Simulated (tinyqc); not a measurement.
# Resistance of a source-drain extension with a graded tip: abruptness at a fixed junction position

y runs along the channel, the gate covers y > 0. The doping is N0 for y < y0 and N0 10^(-(y - y0)/la) beyond, uniform over the depth xj. Sheet conductance s(y) = q mu(N) max(N - Nch, 0) xj + (for y > 0) ma Cox Vo, with mu(N) = u0 + (u1 - u0)/(1 + (N/Nr)^au) and Cox = eps0 eox/tox. Current is taken as one-dimensional; depletion of the tip, spreading and the contact are left out. The metallurgical junction lies at yj, where N = Nch.

R_spacer = integral of dy/s from -Ls to 0, R_ov from 0 to yj, R_channel = (Lg - 2 yj)/(ma Cox Vo), R_total = 2 R_spacer + 2 R_ov + R_channel. Electrical length L_eff = ma Cox dR_total/d(1/Vo); R_series = R_total - L_eff/(ma Cox Vo). y0 is moved with la so that yj stays at 9.3203 nm.

Parameters, values chosen for the exercise; mobility law close to that of holes in silicon:
- eox = 3.9 (relative permittivity of the gate insulator (close to silicon dioxide))
- tox = 3.5 nm (insulator thickness)
- N0 = 2.1e20 cm^-3 (active doping of the extension far from the gate)
- xj = 19 nm (depth of the extension)
- Nch = 3.9e17 cm^-3 (channel doping)
- Ls = 24 nm (spacer length)
- Vo = 0.44 V (gate overdrive)
- ma = 34 cm^2/(V s) (mobility of the gate-induced layer)
- u1 = 470.5 cm^2/(V s) (mobility at low doping)
- u0 = 44.9 cm^2/(V s) (mobility at high doping)
- Nr = 2.23e17 cm^-3 (reference doping)
- au = 0.719 (exponent)
- Lg = 50 nm (gate length)

Constants: q = 1.602176634e-19 C, eps0 = 8.8541878128e-14 F/cm where lengths are in cm. Results are converted to the units shown.

The same in every row: yj (nm) = 9.320; R_channel (ohm um) = 2125.

Abruptness at a fixed junction position:

| la (nm/decade) | R_spacer (ohm um) | R_ov (ohm um) | R_total (ohm um) | L_eff (nm) | R_series (ohm um) |
|---|---|---|---|---|---|
| 1 | 7.840 | 31.51 | 2203 | 31.72 | 53.94 |
| 2.3 | 7.840 | 68.53 | 2277 | 32.20 | 95.83 |
| 3.6 | 7.869 | 105.5 | 2351 | 32.67 | 137.7 |
| 4.9 | 10.17 | 140.3 | 2426 | 33.15 | 179.8 |
| 6.1 | 16.32 | 168.6 | 2494 | 33.58 | 219.6 |
| 7.4 | 27.42 | 195.3 | 2570 | 34.03 | 264.4 |
| 8.7 | 42.63 | 218.5 | 2647 | 34.47 | 311.7 |
| 10 | 61.37 | 239.0 | 2725 | 34.89 | 361.8 |

As la goes from 1 to 10 nm/decade, R_total rises from 2200 to 2730 ohm um, R_spacer rises from 7.84 to 61.4 ohm um and R_ov rises from 31.5 to 239 ohm um. R_total changes on average by 58.0 ohm um for each nm/decade. L_eff exceeds the metallurgical length by 0.365 nm in the first row and 3.53 nm in the last, since the gate also controls the lightly doped tips.

Computed by the program tinyqc: `OMP_NUM_THREADS=1 python tinyqc.py 2282102 2282103 out.jsonl`, one thread of a shared Intel Xeon 2.30GHz, about 0.06 s for the whole run.
